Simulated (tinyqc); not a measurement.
# Global model of a low-pressure process discharge: electron temperature, density, ion flux and ion energy, step by step

A worked calculation. Computed by tinyqc, a small Python program that keeps every step. Command: `OMP_NUM_THREADS=1 python tinyqc.py 3110571 3110572 out.jsonl plasma walk`. One thread of a shared host (Intel(R) Xeon(R) Processor @ 2.30GHz), about 0.01 s of CPU time with the checks. Intermediate numbers are printed to about 6 digits and carried at full precision; extremes and crossings named in words are read from the listed rows.

Maxwellian electrons with temperature T_e in eV, one positive ion, no negative ions, uniform bulk density n; rate constants have the Arrhenius form.

Inputs (values chosen for the exercise, of the order of those of an inductive discharge in a simple atomic gas):
```
quantity                          value   unit
ion mass M                           28      u
ionisation prefactor K0         5.3e-14  m^3/s
ionisation energy E_iz             17.1     eV
excitation prefactor X0         1.3e-14  m^3/s
excitation energy E_ex             11.4     eV
elastic rate constant K_el      9.9e-14  m^3/s
ion-neutral cross section       7.3e-19    m^2
pressure p                         0.92     Pa
gas temperature T_g                 600      K
radius R                             19     cm
height L                             14     cm
absorbed power P                    220      W
bias power P_b                       26      W
radius of the biased electrode        5     cm
bias frequency                    13.56    MHz
mixing                              0.4      -
```

Constants: k_B = 1.380649e-23 J/K; e = 1.602176634e-19 C; u = 1.6605390666e-27 kg; m_0 = 9.1093837015e-31 kg; eps_0 = 8.8541878128e-12 F/m.

## Geometry factors

n_g = p/(k_B T_g); lambda_i = 1/(n_g sigma); h_L = 0.86/sqrt(3 + L/(2 lambda_i)), h_R = 0.8/sqrt(4 + R/lambda_i); A_eff = 2 pi R^2 h_L + 2 pi R L h_R; d_eff = pi R^2 L/A_eff.

gas density n_g = 1.11059e+20 1/m^3

ion mean free path = 1.23346 cm

h_L = 0.291985

h_R = 0.181613

A_eff = 965.824 cm^2

d_eff = 16.4394 cm

## A fixed-point cycle for T_e

Particle balance: K0 exp(-E_iz/T_e) n_g d_eff = u_B, u_B = sqrt(e T_e/M). Cycle: T_out = T sqrt(loss/creation) with loss/creation = u_B/(K0 exp(-E_iz/T) n_g d_eff); T -> T + mixing (T_out - T), kept between 0.3 and 60 eV, from 3 eV; stop at |T_out - T| < 1e-9 eV or after 60 steps.

Course:
```
step   T (eV)  T_out (eV)  residual (eV)
0     3.00000     2.98957   -1.04318e-02
1     2.99583     2.99624    4.14381e-04
2     2.99599     2.99598   -1.72377e-05
3     2.99599     2.99599    7.15784e-07
4     2.99599     2.99599   -2.97246e-08
5     2.99599     2.99599    1.23438e-09
6     2.99599     2.99599   -5.12608e-11
```

last residual = 5.12608e-11 eV

Converged in 7 steps.

## Electron temperature

Root found by bracketing.

T_e = 2.99599 eV

Bohm velocity u_B = 3213.08 m/s

K_iz = 1.75987e-16 m^3/s

## Energy per pair and density

E_c = E_iz + (X0 exp(-E_ex/T_e) E_ex + K_el (3 m_0/M) T_e)/K_iz; wall potential V_s = (T_e/2) ln(M/(2 pi m_0)); E_T = E_c + 2 T_e + T_e/2 + V_s; n = P/(e u_B A_eff E_T); ion current density J = e h_L n u_B; ionised share n/n_g.

collisional loss per pair E_c = 35.9420 eV

wall potential V_s = 13.4857 V

E_T = 56.9176 eV

plasma density n = 7.77403e+10 1/cm^3

ion current density J = 1.16853 mA/cm^2

ionised share = 6.99991e-04

Collisions take 63 % of the power and the walls the rest. T_e came from the particle balance alone; the power sets only n.

## Biased electrode

All bias power goes to ions: V_b = P_b/(J pi r^2). Debye length at the sheath edge lambda_D = sqrt(eps_0 T_e/(e h_L n)); Child-law sheath s = (sqrt2/3) lambda_D (2 V/T_e)^(3/4), V = V_b + V_s; ion transit time tau_i = 3 s sqrt(M/(2 e V)); collisions in the sheath s/lambda_i.

bias voltage V_b = 283.299 V

lambda_D = 85.4055 micrometre

sheath width s = 2.12607 mm

ion transit time = 141.030 ns

transit time over bias period = 1.91237

s/lambda_i = 0.172367

## Pressure series at fixed power

n_g = p/(k_B T_g), lambda_i = 1/(n_g sigma), K_iz = K0 exp(-E_iz/T_e), h_L = 0.86/sqrt(3 + L/(2 lambda_i)), h_R = 0.8/sqrt(4 + R/lambda_i), A_eff = 2 pi R^2 h_L + 2 pi R L h_R and d_eff = pi R^2 L/A_eff follow p. E_c = E_iz + (X0 exp(-E_ex/T_e) E_ex + K_el (3 m_0/M) T_e)/K_iz; E_T = E_c + (5/2) T_e + (T_e/2) ln(M/(2 pi m_0)); n = P/(e u_B A_eff E_T); J = e h_L n u_B. Pressures without a root below 2 E_iz are left out.

Against pressure:
```
p (Pa)  T_e (eV)  E_c (eV)  E_T (eV)   n (1/cm^3)  J (mA/cm^2)
0.1      6.58110    23.758    69.834  2.60176e+10      0.89766
0.2      4.82662    26.227    60.019  3.89228e+10      1.06298
0.5      3.54710    31.095    55.929  5.99718e+10      1.17122
1.0      2.93251    36.741    57.272  8.04255e+10      1.16338
2.0      2.48694    45.032    62.443  1.04843e+11      1.07985
5.0      2.06265    62.334    76.776  1.40323e+11      0.88607
10.0     1.82458    83.033    95.807  1.65842e+11      0.71241
20.0     1.63535   114.607   126.056  1.86413e+11      0.54240
```

T_e falls from 6.58 to 1.64 eV, n changes by a factor 7.2 and J by 0.60; in J = P h_L/(A_eff E_T), E_T changes by a factor 1.81 and is least at 0.5 Pa, between wall losses at high T_e and excitation losses at low T_e.

Checks made by the program: cycle against bracketing (relative difference below 1e-10).
